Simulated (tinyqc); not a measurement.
Single-oscillator infrared dielectric function of a polar cubic crystal. From omega_LO back to eps_inf. Computed by tinyqc, a small Python program. Command: `OMP_NUM_THREADS=1 python tinyqc.py 3018708 3018709 out.jsonl infrared inv`. One thread of a shared host (Intel(R) Xeon(R) Processor @ 2.30GHz), about 0.01 s of CPU time with the checks.

One ion pair, charges +Z* and -Z*, in a cell of volume Omega = a^3/4. Frequencies omega are given as wavenumbers (1/cm); eps_s is the static dielectric constant.

Inputs (values chosen for the exercise, modelled on indium arsenide):
```
quantity             value      unit
lattice constant a   6.058  angstrom
mass M_A            114.82         u
mass M_B             74.92         u
omega_TO               220      1/cm
Born charge Z*        2.46         e
```

Structure: zinc blende. Free carriers: absent.

Constants: nu for 1 eV/(angstrom^2 u) = 15.6333042 THz; 1 THz = 33.35640952 1/cm; e^2/(4 pi eps_0) = 14.39964548 eV angstrom.

Method. mu = M_A M_B/(M_A + M_B); ionic plasma term W^2 = 4 pi Z*^2 (e^2/(4 pi eps_0))/(Omega mu) in eV/(angstrom^2 u), turned into 1/cm by W = 15.6333042 x 33.35640952 x sqrt(W^2); omega_LO^2 = omega_TO^2 + W^2/eps_inf; eps_s = eps_inf + W^2/omega_TO^2; Szigeti charge 3 Z*/(eps_inf + 2); longitudinal (Callen) charge Z*/eps_inf.

Question. A run gave the result below. Find the eps_inf, known to lie between 7.8 and 20.

omega_LO = 239.441 1/cm

Answer.

Each step takes the trial c = (a f_b - b f_a)/(f_b - f_a), f being the result less the target and a, b, c the logarithms of the listed values; c replaces end b, the old b replaces a if the sign of f changed, and otherwise f_a is halved.

Scan of the range:
```
eps_inf  omega_LO (1/cm)
7.80             252.091
9.13             247.675
10.70            243.811
12.50            240.528
14.60            237.684
17.10            235.182
20.00            233.042
```

False position (Illinois rule, in the logarithm of the input) inside the bracket:
```
step    end a    end b    trial  omega_LO (1/cm)
1     12.5000  14.6000  13.2644          239.393
2     12.5000  13.2644  13.2002          239.483
3     13.2644  13.2002  13.2300          239.441
4     13.2002  13.2300  13.2300          239.441
```

omega_LO falls at every point of a 13-point scan of the range (every second point is shown), so one value fits; it is bracketed by 12.5 and 14.6. Answer: eps_inf = 13.23.
